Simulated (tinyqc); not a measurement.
Force balance against energy balance: elastic strain and critical thickness of a cubic alloy layer A(1-x)B(x) on a thick substrate. Computed by tinyqc, a small Python program. Command: `OMP_NUM_THREADS=1 python tinyqc.py 3000265 3000266 out.jsonl misfit walk`. One thread of a shared host (Intel(R) Xeon(R) Processor @ 2.30GHz), about 0.01 s of CPU time with the checks.

Strain is positive in tension. The layer is coherent with the substrate unless said otherwise.

Inputs (values chosen for the exercise, modelled on GaAs(1-x)Sb(x) on GaAs):
```
quantity                        value      unit
fraction x of B                  0.22         -
lattice constant a_A            5.653  angstrom
lattice constant a_B            6.096  angstrom
substrate lattice constant a_S  5.653  angstrom
```

Growth plane: (001). Layer: uncapped. Misfit dislocation: 60-degree.

C11, C12, C44 of A (GPa): 117.5  53.96  58.39

C11, C12, C44 of B (GPa): 89.95  41.06  43

Method:
- a = (1 - x) a_A + x a_B, the same rule for each C_ij; misfit f = (a_S - a)/a, the in-plane strain of the coherent layer.
- Voigt averages: G = (C11 - C12 + 3 C44)/5, B = (C11 + 2 C12)/3, nu = (3 B - 2 G)/(2 (3 B + G)); b = a/sqrt(2). The 60-degree dislocation has cos alpha = 1/2, and cos lambda = 1/2 on (001).
- Matthews-Blakeslee: h_c = A [ln(h_c/b) + 1], A = b (1 - nu cos^2 alpha)/(8 pi |f| (1 + nu) cos lambda), the factor 8 pi being that of an uncapped layer.
- People-Bean: h_c = P ln(h_c/b), P = (1 - nu)/(1 + nu) b^2/(16 pi sqrt(2) a f^2). The misfit is scaled by 0.25, 0.4, 0.6, 1, 1.5, 2.2 at fixed a, b and nu; the upper root is taken, and rows with A < 1.3 b or P < 3 b, where the roots shrink to the core size or vanish, are left out.

misfit f = -0.0169482

prefactor A = 1.44925 nm

Poisson ratio nu = 0.238747

Burgers vector b = 0.406619 nm

free lattice constant a = 5.75046 angstrom

Critical thickness:
```
|f| (%)  Matthews-Blakeslee (nm)  People-Bean (nm)   ratio
0.4237                    30.902            1093.4  35.381
0.6779                    17.189             368.2  21.423
1.0169                    10.198             140.5  13.777
1.6948                     5.120              39.6   7.739
2.5422                     2.846              13.5   4.729
3.7286                     1.533               4.2   2.711
```

What does the comparison show, and why?

The exponents d ln h_c/d ln f are -1.25 and -2.32 between the first rows, steeper than the -1 and -2 of the prefactors because of the logarithm. The ratio falls from 35.4 to 2.71 as the misfit grows. Where People-Bean lies above, a layer between the lines is metastable: dislocations would lower the energy but have to be nucleated. Above about 2 % misfit islands may come first.
